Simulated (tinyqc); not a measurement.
Extended Hueckel theory, for H3+, step by step. The parameters take no account of the charge, which enters only through the electron count. One step of it, computed by the program tinyqc.

Task: Mulliken analysis. P = C n C^T; charge = valence electrons (H 1) minus the sum of (P S)_ii on the atom; overlap population = 2 sum P_ij S_ij between two atoms.

coefficients:
```
,MO1,MO2,MO3
1H 1s,0.424555,-0.000772,1.295254
2H 1s,0.390717,0.940414,-0.702730
3H 1s,0.390794,-0.939390,-0.704561
```

occupations: 2.000000  0.000000  0.000000

overlap S:
```
,1H 1s,2H 1s,3H 1s
1H 1s,1.000000,0.575270,0.575540
2H 1s,0.575270,1.000000,0.434016
3H 1s,0.575540,0.434016,1.000000
```

Give: charges; Overlap populations.

Result:

charges: 1H 0.2577, 2H 0.3713, 3H 0.3710

Overlap populations:
```
pair,value
2-1,0.381706
3-1,0.381960
3-2,0.265080
```
